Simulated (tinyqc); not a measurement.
# Floating body of a partially depleted SOI transistor: body voltage and kink: effects of single changes

Source at 0 V. Channel current Ic = 2 nf K Vt^2 [F(0) - F(Vd)](1 + la Vd), F(V) = ln^2(1 + exp((Vg - VT - nf V)/(2 nf Vt))), VT = VT0 - gb Vb. Saturation voltage Vs = 2 Vt sqrt(F(0)) + 3 Vt, excess Ve = (Vd - Vs + sqrt((Vd - Vs)^2 + 0.0004 V^2))/2, multiplication M1 = Ai Ve exp(-Bl/Ve). Each junction passes D(v) = J1 (exp(v/Vt) - 1) + J2 (exp(v/(2 Vt)) - 1). Bipolar current Ib = bb J1 (exp(Vb/Vt) - 1). The body settles where M1 (Ic + Ib) = D(Vb) + D(Vb - Vd) + Vb/Rb; drain current Id = (1 + M1)(Ic + Ib) - D(Vb - Vd).

Values chosen for this exercise; values of the order met in partially depleted silicon-on-insulator transistors: temperature T = 330 K; threshold at zero body voltage VT0 = 0.4 V; fall of the threshold per volt of body voltage gb = 0.27; slope factor nf = 1.2; gain factor per width K = 410 uA/(V^2 um); channel-length modulation factor la = 0.05 1/V; impact-ionisation prefactor Ai = 1.2 1/V; impact-ionisation voltage Bl = 8.2 V; diffusion saturation current of each junction J1 = 4.6e-11 uA/um; recombination saturation current of each junction J2 = 2.1e-8 uA/um; gain of the lateral bipolar transistor on the diffusion current bb = 1; resistance of a weak body tie to the source (1e9 stands for no tie, and the term is then dropped) Rb = 1e9 kohm um; gate voltage Vg = 0.88 V; drain voltage Vd = 1.7 V.

Constants: q = 1.602176634e-19 C, kB = 1.380649e-23 J/K, Vt = kB T/q. Results are converted to the units shown.

Each table varies one quantity; the others keep the values above.

## Output curve and kink

Rows with more than one solution for Vb (latch) are left out; dId/dVd by a forward difference over 1e-4 V, swing = 1e-4 V over the change of log10 Id; M1 under 1e-12 is printed as 0.

Result of one run:

| Vd (V) | Vb (V) | M1 | Id, floating (uA/um) | Id, grounded (uA/um) | ratio | dId/dVd, floating (uS/um) | dId/dVd, grounded (uS/um) |
|---|---|---|---|---|---|---|---|
| 1.4 | 0.5036 | 3.467e-5 | 69.36 | 42.13 | 1.646 | 26.80 | 2.033 |

What becomes of these results when the drain voltage Vd is changed from 1.4 to 2 V, all else the same?

Result of the changed run:

| Vd (V) | Vb (V) | M1 | Id, floating (uA/um) | Id, grounded (uA/um) | ratio | dId/dVd, floating (uS/um) | dId/dVd, grounded (uS/um) |
|---|---|---|---|---|---|---|---|
| 2 | 0.6455 | 0.004125 | 81.11 | 43.66 | 1.858 | 16.76 | 3.470 |

The whole series:

| Vd (V) | Vb (V) | M1 | Id, floating (uA/um) | Id, grounded (uA/um) | ratio | dId/dVd, floating (uS/um) | dId/dVd, grounded (uS/um) |
|---|---|---|---|---|---|---|---|
| 1.2 | 0.4036 | 1.471e-6 | 62.82 | 41.73 | 1.505 | 40.81 | 1.975 |
| 1.4 | 0.5036 | 3.467e-5 | 69.36 | 42.13 | 1.646 | 26.80 | 2.033 |
| 1.6 | 0.5673 | 2.924e-4 | 74.01 | 42.56 | 1.739 | 20.39 | 2.243 |
| 1.8 | 0.6121 | 0.001332 | 77.74 | 43.05 | 1.806 | 17.34 | 2.703 |
| 2 | 0.6455 | 0.004125 | 81.11 | 43.66 | 1.858 | 16.76 | 3.470 |
| 2.2 | 0.6715 | 0.009905 | 84.58 | 44.45 | 1.903 | 18.32 | 4.543 |

Vb rises from 0.404 to 0.671 V and the ratio of the currents rises from 1.51 to 1.90. The output conductance with a floating body exceeds the grounded value by the largest factor among the rows, 20.7, at Vd = 1.2 V, where Vb = 0.404 V and M1 = 1.47e-6.

## Transfer curve and swing

Same model as above.

Transfer curve and swing:

| Vg (V) | Vb (V) | M1 | Id, floating (uA/um) | Id, grounded (uA/um) | ratio | swing, floating (mV/decade) | swing, grounded (mV/decade) |
|---|---|---|---|---|---|---|---|
| -0.05 | 0.07342 | 0.01207 | 2.945e-6 | 1.657e-6 | 1.777 | 63.19 | 79.64 |
| 0.05 | 0.2713 | 0.01203 | 2.589e-4 | 3.053e-5 | 8.477 | 50.25 | 78.86 |
| 0.15 | 0.4230 | 0.01175 | 0.01448 | 5.607e-4 | 25.83 | 64.16 | 79.58 |
| 0.25 | 0.5144 | 0.01056 | 0.3335 | 0.009686 | 34.43 | 88.43 | 82.80 |
| 0.35 | 0.5661 | 0.008200 | 2.557 | 0.1345 | 19.02 | 150.2 | 95.06 |
| 0.45 | 0.5904 | 0.005751 | 8.466 | 1.103 | 7.674 | 246.8 | 131.1 |
| 0.55 | 0.6007 | 0.003808 | 18.28 | 4.612 | 3.964 | 360.2 | 201.5 |
| 0.65 | 0.6033 | 0.002400 | 31.78 | 11.80 | 2.692 | 479.3 | 298.0 |
| 0.75 | 0.6008 | 0.001432 | 48.78 | 22.83 | 2.136 | 600.1 | 406.9 |

Read the table: what changes, and by how much?

Vb goes from 0.0734 through a maximum of 0.603 (at Vg = 0.65 V among the rows listed) to 0.601 V. The smallest swing among the rows is 50.3 mV a decade with a floating body (at Vg = 0.05 V) and 78.9 with a grounded one; Vt ln 10 = 65.5. The floating swing is smaller by more than 3 % for Vg = -0.05, 0.05, 0.15 V, where the rising Vb lowers the threshold as Vg rises. In the first row the floating body raises the current by a factor of 1.78.

Range of the model: The multiplication law is an empirical form chosen for the exercise; self-heating and capacitive coupling to the body are left out, and the linear laws are rough once Vb passes about 0.7 V or M1 about 0.1.

Computed by the program tinyqc: `OMP_NUM_THREADS=1 python tinyqc.py 2182138 2182139 out.jsonl`, one thread of a shared Intel Xeon 2.30GHz, about 0.2 s for the whole run.
